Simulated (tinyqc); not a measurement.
One level coupled to a phonon between two leads, self-consistent Born approximation: two steps of the calculation.

Wide-band leads with mu_L = +V/2 and mu_R = -V/2; phonons in equilibrium, Nq = 1/(exp(w0/kB T) - 1). Scattering links only energies that differ by w0, so a ladder E_k = E1 + k w0 closes on itself; terms that reach past its ends are dropped. Gn and Gp are the electron and hole parts of the spectral function A = Gn + Gp.

Parameters, values chosen for the exercise:
- T = 77 K (temperature of leads and phonons)
- w0 = 50 meV (phonon energy)
- GL = 20 meV (coupling to the left lead)
- GR = 14 meV (coupling to the right lead)
- M = 19 meV (electron-phonon matrix element)

Constants: q = 1.602176634e-19 C, kB = 1.380649e-23 J/K, Vt = kB T/q. Results are converted to the units shown.

Question 1. Scattering functions. Sin(E) = M^2 [(Nq + 1) Gn(E + w0) + Nq Gn(E - w0)], Sout(E) = M^2 [(Nq + 1) Gp(E - w0) + Nq Gp(E + w0)]. Nq = 1/(exp(w0/kB T) - 1).

```
rung    Gn (1/meV)    Gp (1/meV)
0     0.0016566762  1.0197483e-4
1     0.0024953880  0.0017371528
2      0.011540693  0.0080784650
3      0.046171142   0.032350798
4     0.0027814597  0.0054450102
```

Find: Sin; Sout.

Answer 1.

```
rung  Sin (meV)  Sout (meV)
0        0.9013    3.350e-4
1         4.169     0.03839
2         16.68      0.6337
3         1.007       2.919
4      0.008903       11.68
```

Question 2. Currents on the rungs. Spectral currents into the level: iL = GL [fL Gp - (1 - fL) Gn], iR = GR [fR Gp - (1 - fR) Gn].

```
rung  converged Gn (1/meV)  converged Gp (1/meV)          fL             fR
0             0.0017149899          1.0188606e-4           1     0.85918004
1             0.0032166774          0.0017173066   1.0000000   0.0032465678
2              0.017065376          0.0070791380  0.99999979   1.7388125e-6
3              0.042247031           0.033414799  0.99960523  9.2826134e-10
4             0.0026295994          0.0079028915  0.57478865  4.9554948e-13
```

Find: iL; iR; iL + iR; sum of iL.

Answer 2.

```
rung       iL        iR    iL + iR
0     0.00204  -0.00216  -0.000118
1     0.03435  -0.04481  -0.010463
2     0.14158  -0.23891  -0.097332
3     0.66770  -0.59146   0.076240
4     0.06849  -0.03681   0.031673
```

sum of iL = 0.91415

On a single rung iL + iR need not vanish (largest 0.097), since phonons move electrons between rungs; summed over the ladder it does.

Range of the model: The self-consistent Born approximation keeps only non-crossing phonon lines and no Hartree shift; it is rough once the coupling nears the phonon energy.

tinyqc, about 0.05 s, one thread, Intel Xeon 2.30GHz (shared host): `OMP_NUM_THREADS=1 python tinyqc.py 2720011 2720012 out.jsonl`
